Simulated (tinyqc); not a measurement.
Barrier from its over-barrier resonances.

Problem. A flat barrier of width d = 0.7 nm between equal leads transmits fully where k d = n pi, that is at E_n = U + C (n pi/d)^2/m, C = hbar^2/(2 m0), whatever the lead mass. Find m and U.

Constants: q = 1.602176634e-19 C, hbar = 1.054571817e-34 J s, m0 = 9.1093837015e-31 kg, hbar^2/(2 m0) = 0.0380998212 eV nm^2. Results are converted to the units shown.

energies of resonances n = 1 and 2 (eV): 7.3950708  26.580283

Answer. The spacing is 3 C (pi/d)^2/m, which gives m; either energy then gives U.

m = 0.120 m0
U = 1.00 eV

Program tinyqc, `OMP_NUM_THREADS=1 python tinyqc.py 2560122 2560123 out.jsonl`; Intel Xeon 2.30GHz, shared host, one thread, about 0.01 s.
